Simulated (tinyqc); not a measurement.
# Floating body of a partially depleted SOI transistor: body voltage and kink, step by step

Program tinyqc, `OMP_NUM_THREADS=1 python tinyqc.py 2182002 2182003 out.jsonl`; Intel Xeon 2.30GHz, shared host, one thread, about 0.2 s. Printed values are rounded.

Source at 0 V. Channel current Ic = 2 nf K Vt^2 [F(0) - F(Vd)](1 + la Vd), F(V) = ln^2(1 + exp((Vg - VT - nf V)/(2 nf Vt))), VT = VT0 - gb Vb. Saturation voltage Vs = 2 Vt sqrt(F(0)) + 3 Vt, excess Ve = (Vd - Vs + sqrt((Vd - Vs)^2 + 0.0004 V^2))/2, multiplication M1 = Ai Ve exp(-Bl/Ve). Each junction passes D(v) = J1 (exp(v/Vt) - 1) + J2 (exp(v/(2 Vt)) - 1). Bipolar current Ib = bb J1 (exp(Vb/Vt) - 1). The body settles where M1 (Ic + Ib) = D(Vb) + D(Vb - Vd) + Vb/Rb; drain current Id = (1 + M1)(Ic + Ib) - D(Vb - Vd).

Parameters, values chosen for the exercise; values of the order met in partially depleted silicon-on-insulator transistors:

| symbol | value | unit | meaning |
|---|---|---|---|
| T | 358 | K | temperature |
| VT0 | 0.33 | V | threshold at zero body voltage |
| gb | 0.14 |  | fall of the threshold per volt of body voltage |
| nf | 1.27 |  | slope factor |
| K | 160 | uA/(V^2 um) | gain factor per width |
| la | 0.06 | 1/V | channel-length modulation factor |
| Ai | 1.21 | 1/V | impact-ionisation prefactor |
| Bl | 8.2 | V | impact-ionisation voltage |
| J1 | 3.8e-10 | uA/um | diffusion saturation current of each junction |
| J2 | 2.2e-7 | uA/um | recombination saturation current of each junction |
| bb | 0.5 |  | gain of the lateral bipolar transistor on the diffusion current |
| Rb | 2000 | kohm um | resistance of a weak body tie to the source (1e9 stands for no tie, and the term is then dropped) |
| Vg | 0.5 | V | gate voltage |
| Vd | 2.3 | V | drain voltage |

Constants: q = 1.602176634e-19 C, kB = 1.380649e-23 J/K, Vt = kB T/q. Results are converted to the units shown.

Range of the model: The multiplication law is an empirical form chosen for the exercise; self-heating and capacitive coupling to the body are left out, and the linear laws are rough once Vb passes about 0.7 V or M1 about 0.1.

## Starting value

Vb = 0.36 V.

Vb at the start = 0.36 V

## Iteration 1: new Vb

Current into the body I_in = M1 (Ic + Ib) - D(Vb - Vd), current out I_out = D(Vb) + Vb/Rb; f = ln(I_in/I_out), s = df/dVb by central differences over 1e-5 V, Vb(new) = Vb - f/s.

Ic = 3.62806 uA/um
Ve = 2.03036 V
M1 = 0.0432887
I_in = 0.157055 uA/um
I_out = 0.180119 uA/um
f = -0.137024
s = -1.87446 1/V
Vb after iteration 1 = 0.286900 V

## Iteration 2: new Vb

As before.

Ic = 3.32450 uA/um
Ve = 2.03793 V
M1 = 0.0441071
I_in = 0.146634 uA/um
I_out = 0.143477 uA/um
f = 0.0217676
s = -2.52580 1/V
Vb after iteration 2 = 0.295518 V

## Iteration 3: new Vb

As before.

Ic = 3.35947 uA/um
Ve = 2.03704 V
M1 = 0.0440104
I_in = 0.147852 uA/um
I_out = 0.147791 uA/um
f = 4.16055e-4
s = -2.43026 1/V
Vb after iteration 3 = 0.295689 V

## Course of the iteration

Stop when the step is below 1e-10 V, or after 40 iterations.

Course of the iteration:
```
iteration  Vb before the step (V)  step (V)
1                            0.36   -0.0731
2                        0.286900   8.62e-3
3                        0.295518   1.71e-4
4                        0.295689   6.48e-8
5                        0.295689  8.77e-15
```

Converged in 5 iterations.

## Drain current with floating and with grounded body

converged Vb = 0.295689 V

Id and VT at the converged Vb, Id at Vb = 0, their ratio, and the bipolar share Ib/(Ic + Ib).

VT = 0.288604 V
Id, floating = 3.50805 uA/um
Id, grounded = 2.39152 uA/um
ratio = 1.46687
bipolar share = 8.22153e-5 %

The body rises to 0.296 V and lowers the threshold by 41.4 mV.
